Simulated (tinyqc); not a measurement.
Ballistic Schottky-barrier transistor with a one-dimensional channel, WKB contacts: one step of the calculation.

Source Fermi level 0, drain Fermi level -Vd. Far from the contacts Ec = pn - psi, and the gate moves psi one to one; the band edges relax as exp(-x/lam) from pn at the source and pn - Vd at the drain; Ev = Ec - Eg. A carrier of energy w inside the channel band meets at a contact a barrier of height D (the contact edge beyond the channel edge): T = 1 for w >= D, else exp(-S), S = 4 lam sqrt(m/C) [sqrt(D - w) - sqrt(w) arctan sqrt((D - w)/w)], C = hbar^2/(2 m0). The two contacts combine as Ts Td/(Ts + Td - Ts Td).

Question. Current of the holes on a coarse grid. I = g (2 q^2/h) int T(w) [f(Es + w) - f(Ed + w)] dw, f(y) = 1/(1 + exp(y/Vt)). Electrons: Ds = psi, Dd = psi - Vd, Es = Ec, Ed = Ec + Vd. Holes: Ds = -psi, Dd = Vd - psi, Es = -Ev, Ed = -Ev - Vd. The size of each current is taken; both flow from drain to source and add. Simpson's rule on nE equally spaced w from 0 to wm.

Values chosen for this exercise; channel values close to those of a silicon nanowire with silicide contacts: temperature T = 250 K; band gap Eg = 1.12 eV; barrier for electrons at both contacts pn = 0.72 eV; hole mass mp = 0.24 m0; valleys or subbands g = 2; screening length at the contacts lam = 4.5 nm; drain bias Vd = 0.1 V; band shift psi of the channel by the gate ps = -0.34 V; upper end of the grid wm = 0.59 eV; points of the grid nE = 15.

Constants: q = 1.602176634e-19 C, kB = 1.380649e-23 J/K, hbar = 1.054571817e-34 J s, h = 6.62607015e-34 J s, m0 = 9.1093837015e-31 kg, Vt = kB T/q, hbar^2/(2 m0) = 0.0380998212 eV nm^2. Results are converted to the units shown.

Wanted: w; Ts; Td; T; size of the supply difference; current.

Answer.

```
point,w (eV),Ts,Td,T,size of the supply difference
0,0.0000,3.628e-12,9.672e-14,9.421e-14,0.8068
1,0.0421,1.478e-6,4.830e-8,4.677e-8,0.4665
2,0.0843,1.141e-4,4.627e-6,4.446e-6,0.1122
3,0.1264,0.002070,1.059e-4,1.007e-4,0.01760
4,0.1686,0.01726,0.001136,0.001067,0.002528
5,0.2107,0.08508,0.007393,0.006849,3.582e-4
6,0.2529,0.2789,0.03323,0.03060,5.067e-5
7,0.2950,0.6395,0.1109,0.1044,7.165e-6
8,0.3371,0.9932,0.2861,0.2856,1.013e-6
9,0.3793,1.000,0.5812,0.5812,1.432e-7
10,0.4214,1.000,0.9157,0.9157,2.025e-8
11,0.4636,1.000,1.000,1.000,2.864e-9
12,0.5057,1.000,1.000,1.000,4.050e-10
13,0.5479,1.000,1.000,1.000,5.726e-11
14,0.5900,1.000,1.000,1.000,8.096e-12
```

current = 6.626e-5 uA

Range of the model: No scattering, image-force lowering, channel charge or band-to-band tunnelling; parabolic kappa overstates S deep in the gap.

Numbers from tinyqc (`OMP_NUM_THREADS=1 python tinyqc.py 2390027 2390028 out.jsonl`; about 0.05 s on one thread of a shared Intel Xeon 2.30GHz).
